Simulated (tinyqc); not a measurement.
Current gain against temperature: heavy doping: gap narrowing, degeneracy and the minority density.

F_j(eta) = (1/Gamma(j + 1)) integral_0^infinity x^j dx/(1 + exp(x - eta)), which tends to exp(eta) for eta << 0.

Empirical narrowing (Slotboom form, constants chosen for the exercise; published fits of this form give the apparent narrowing, here it is taken as the true one): dEg = E0 [ln(N/N0) + sqrt(ln(N/N0)^2 + C)].

Majority: N = Nc F_1/2(eta), eta the distance of EF beyond the majority band edge in kT. Degeneracy factor gam = F_1/2(eta)/exp(eta). ni0^2 = Nc Nv exp(-Eg/kT); product n p = ni0^2 gam exp(dEg/kT), dEg the true narrowing; apparent narrowing dEa = dEg + kT ln gam; minority density = n p/N.

Bipolar transistor with N as emitter doping: beta = K (N/NB) exp((dEa_B + dG - dEa_E)/kT), dEa_E = dEg(N) + kT ln gam, dEa_B = dEg(NB). For the sweep in T, Nc is scaled as (T/T0)^(3/2) from its value at T0 = T.

Constants: kB = 8.617333262e-05 eV/K.

Parameters, chosen for this exercise (gap and densities of states near those of Si at this temperature; narrowing constants near the fits for Si; shifted at random, so the results belong to these values and not to a real crystal):
- Eg = 1.12 eV (gap)
- Nc = 2.54e+19 1/cm^3 (conduction-band density of states)
- Nv = 1.06e+19 1/cm^3 (valence-band density of states)
- T = 300 K
- E0 = 6.32 meV (narrowing scale)
- N0 = 1.3e+17 1/cm^3 (onset density)
- C = 0.5 (smoothing constant)
- N = 8.9e+17 1/cm^3 (ionised donors, equal to the majority density)
- NB = 2e+17 1/cm^3 (base doping)
- K = 3.7 (ratio (D_B W_E)/(D_E W_B))
- dG = 0 meV (extra narrowing of the base by alloying)

Gain:
```
T (K),beta,beta with dG = 0,without narrowing
150,4.52,4.52,16.5
200,6.23,6.23,16.5
250,7.55,7.55,16.5
300,8.59,8.59,16.5
350,9.41,9.41,16.5
450,10.7,10.7,16.5
```

Give the missing row, T (K) = 400.

Computed row:
```
T (K)  beta  beta with dG = 0  without narrowing
400    10.1              10.1               16.5
```

dEa_B + dG - dEa_E at T0 = -16.8 meV

beta is 4.52 at 150 K and 10.7 at 450 K, since the net exponent is negative: the emitter has the larger apparent narrowing. At 300 K narrowing and degeneracy change the gain by a factor 0.521.

tinyqc: `OMP_NUM_THREADS=1 python tinyqc.py 1682161 1682162 out.jsonl`; about 0.01 s, one thread, shared Intel(R) Xeon(R) Processor @ 2.30GHz.
